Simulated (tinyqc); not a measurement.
Small-signal admittance of a forward-biased p+-n diode: one step of the calculation.

Holes injected into a neutral base of width wb with an ohmic contact at its end; low injection, p0 far above the equilibrium density. A small voltage v exp(i w t), w = 2 pi f, modulates the edge density by p0 v/Vt, and the small-signal density obeys Dp d2p/dx2 = (1/tau + i w) p.

Question. The same by finite differences. 7 equal intervals, h = wb/7; u = small-signal density over its edge value, u_0 = 1, u_7 = 0; u_(i-1) + b u_i + u_(i+1) = 0 with b = -2 - h^2 (1/tau + i w)/Dp; Y = (q Dp p0/(Vt h)) (-b/2 - u_1), which includes the half box at the edge.

Inputs (values chosen for the exercise); permittivity close to that of silicon: temperature T = 350 K; hole diffusion coefficient Dp = 6.6 cm^2/s; hole lifetime tau = 8e-7 s; width of the neutral base wb = 46 um; excess hole density at the junction edge p0 = 6.9e14 cm^-3; signal frequency f = 3.4e5 Hz.

Constants: q = 1.602176634e-19 C, kB = 1.380649e-23 J/K, Vt = kB T/q. Results are converted to the units shown.

Give: b; u; Y on the mesh.

Answer.

b = -2.0818-0.1398i

| node | u |
|---|---|
| 1 | 0.69539-0.13360i |
| 2 | 0.46633-0.18092i |
| 3 | 0.30070-0.17785i |
| 4 | 0.18453-0.14730i |
| 5 | 0.10403-0.10301i |
| 6 | 0.04644-0.05260i |

Y on the mesh = 12.719+7.491i S/cm^2

Program tinyqc, `OMP_NUM_THREADS=1 python tinyqc.py 2890186 2890187 out.jsonl`; Intel Xeon 2.30GHz, shared host, one thread, about 0.01 s.
